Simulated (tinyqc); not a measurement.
## MOS inversion layer, Poisson-Schroedinger loop: effect of the sheet density of depletion charge

Electrons confined at an insulator interface at z = 0, treated as a hard wall; parabolic valleys, Hartree approximation, no image or exchange terms. The depletion charge lies far deeper than the electrons and gives a uniform field q Nd/(eps0 eps_r); the gate balances all charge. Energies are counted from the band edge at the interface.

Schroedinger equation -(C/mz) psi'' + (V0 + U) psi = E psi, C = hbar^2/(2 m0), psi(0) = 0, on a uniform mesh of 800 nodes with a far wall at 76 nm, 8 levels a set; V0 = q Nd z/(eps0 eps_r); dU/dz = q (Ns - integral of n from 0 to z)/(eps0 eps_r), U(0) = 0; N_k = g md m0 q Vt/(pi hbar^2) ln(1 + exp((EF - E_k)/Vt)), g the number of valleys of the set, sum N_k = Ns. Triangular well: E_k = a_k (C F^2/mz)^(1/3), a_1 = 2.338107, a_2 = 4.087949, C = hbar^2/(2 m0), F in eV/nm. Fang-Howard (all electrons in the lowest level of set A): b^3 = 6 (mz1/C) q (Nd + 11 Ns/32)/(eps0 eps_r), centroid 3/b, level C b^2/(4 mz1) + (3/b) q (Nd + 11 Ns/16)/(eps0 eps_r). The centroid adds 3.9 z_av/eps_r to an oxide-equivalent thickness. Shares under 0.0001 % are printed as 0.

Values chosen for this exercise; masses and permittivity close to those of In0.53Ga0.47As: temperature T = 77 K; relative permittivity eps_r = 13.9; mass along z of valley set A (1 valley(s)) mz1 = 0.0415 m0; in-plane density-of-states mass of set A md1 = 0.0411 m0; sheet density of electrons Ns = 1.2e12 cm^-2.

Constants: q = 1.602176634e-19 C, kB = 1.380649e-23 J/K, hbar = 1.054571817e-34 J s, m0 = 9.1093837015e-31 kg, Vt = kB T/q, eps0 = 8.8541878128e-14 F/cm where lengths are in cm, hbar^2/(2 m0) = 0.0380998212 eV nm^2. Results are converted to the units shown.

Results:
```
Nd (cm^-2),A1 (meV),A2 (meV),EF (meV),share of A1 (%),share of A2 (%),centroid z_av (nm),added oxide equivalent (nm),Fang-Howard centroid (nm)
1e11,131,179,189,83.0,15.7,9.52,2.67,8.52
1.7e11,136,189,196,86.2,13.4,8.72,2.45,8.17
5.3e11,162,237,230,97.4,2.62,6.67,1.87,6.96
9.4e11,190,292,260,99.9,0.0765,5.79,1.62,6.17
1.6e12,232,371,302,100,2.95e-4,5.08,1.42,5.40
2.9e12,307,506,376,100,0,4.31,1.21,4.58
5e12,411,693,481,100,0,3.66,1.03,3.88
```

Estimate the missing row, Nd = 3.1e11 cm^-2.

Computed row:
```
Nd (cm^-2),A1 (meV),A2 (meV),EF (meV),share of A1 (%),share of A2 (%),centroid z_av (nm),added oxide equivalent (nm),Fang-Howard centroid (nm)
3.1e11,146,208,210,91.5,8.44,7.67,2.15,7.60
```

With this row back in the table: As Nd goes from 1e11 to 5e12, A1 rises from 131 to 411 meV, the share of A1 rises from 83.0 to 100 % and the centroid falls from 9.52 to 3.66 nm. A1 goes as Nd^(0.54) between the last two rows (a triangular well in the field of that charge alone gives 2/3). The Fang-Howard centroid is 10 % below the full one in the first row, where A1 holds 83.0 %, and 6.2 % above it in the last, where A1 holds 100 %. For Nd = 9.4e11, 1.6e12, 2.9e12, 5e12 the energies exceed 0.25 eV, where non-parabolicity matters for so light a mass.

tinyqc, about 0.5 s, one thread, Intel Xeon 2.30GHz (shared host): `OMP_NUM_THREADS=1 python tinyqc.py 2160169 2160170 out.jsonl`
